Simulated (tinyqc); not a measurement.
## Retention against time

Retention: filled traps are spread evenly in depth from E1 to E2, and each empties at the rate nu exp(-E/kB T). The share left is the mean of exp(-nu t exp(-E/kB T)) = [kB T/(E2 - E1)] [E1x(nu t exp(-E2/kB T)) - E1x(nu t exp(-E1/kB T))], E1x the exponential integral; traps shallower than about Ed = kB T ln(nu t) are empty.

Parameters, values chosen for the exercise: storage temperature T = 300 K; shallowest trap depth E1 = 0.72 eV; deepest trap depth E2 = 1.6 eV; attempt frequency nu = 1e13 1/s.

Constants: q = 1.602176634e-19 C, kB = 1.380649e-23 J/K, Vt = kB T/q. Results are converted to the units shown.

Result of one run:

| t (s) | Ed (eV) | share left |
|---|---|---|
| 1e6 | 1.131 | 0.5160 |

What becomes of these results when the time t is changed from 1e6 to 1 s, all else the same?

Result of the changed run:

| t (s) | Ed (eV) | share left |
|---|---|---|
| 1 | 0.7738 | 0.9219 |

The whole series:

| t (s) | Ed (eV) | share left |
|---|---|---|
| 1 | 0.7738 | 0.9219 |
| 100 | 0.8929 | 0.7866 |
| 10000 | 1.012 | 0.6513 |
| 1e5 | 1.071 | 0.5836 |
| 1e6 | 1.131 | 0.5160 |
| 1e7 | 1.191 | 0.4484 |
| 1e8 | 1.250 | 0.3807 |
| 1e9 | 1.310 | 0.3131 |

The share left falls from 0.922 to 0.313. Ed moves by 0.0595 eV a decade and reaches E1 at t = 0.125 s; from then on the loss is linear in log t, 6.76 % a decade, until Ed comes within a few kB T of E2, which it reaches at 7.57e13 s.

Program tinyqc, `OMP_NUM_THREADS=1 python tinyqc.py 2130012 2130013 out.jsonl`; Intel Xeon 2.30GHz, shared host, one thread, about 0.03 s.
